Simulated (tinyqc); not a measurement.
What each parameter does: shallow donor in an anisotropic valley (effective-mass theory).

One valley: H = -c [(d2/dx2 + d2/dy2)/mt + (d2/dz2)/ml] - q/(eps r), c = hbar^2/2m0, q = e^2/(4 pi eps0). Trial function exp(-sqrt((x^2 + y^2)/a^2 + z^2/b^2)) with a > b: T = (c/3)(2/(mt a^2) + 1/(ml b^2)), V = -(q/eps) atan(u/b)/u, u = sqrt(a^2 - b^2). The central cell of the impurity is left out.

Constants: hbar^2/2m0 = 3.80998211 eV angstrom^2; e^2/(4 pi eps0) = 14.39964547 eV angstrom.

Values chosen for the exercise (out of a larger set: near those of a group-V donor in Si; not measured data): ml = 0.941 m0 (longitudinal mass); mt = 0.197 m0 (transverse mass); eps = 11 (dielectric constant).

The minimum of the trial energy.

Results for these values:
```
case  E (meV)  a (angstrom)  b (angstrom)    b/a
base   -34.62         22.14         12.75  0.576
```

What happens to each result for ml = 0.753 m0, all else kept?

Answer: E rises from -34.62 to -32.77; a rises from 22.14 to 22.94; b rises from 12.75 to 14.28; b/a rises from 0.576 to 0.623.

The same for each parameter in turn:
```
case           E (meV)  a (angstrom)  b (angstrom)    b/a
base            -34.62         22.14         12.75  0.576
ml = 0.753 m0   -32.77         22.94         14.28  0.623
mt = 0.217 m0   -37.25         20.40         12.16  0.596
eps = 12.1      -28.61         24.35         14.03  0.576
```

eps only rescales the solution (E as 1/eps^2, lengths as eps), so b/a depends on ml/mt alone.

tinyqc: `OMP_NUM_THREADS=1 python tinyqc.py 1280220 1280221 out.jsonl`; about 0.01 s, one thread, shared Intel(R) Xeon(R) Processor @ 2.30GHz.
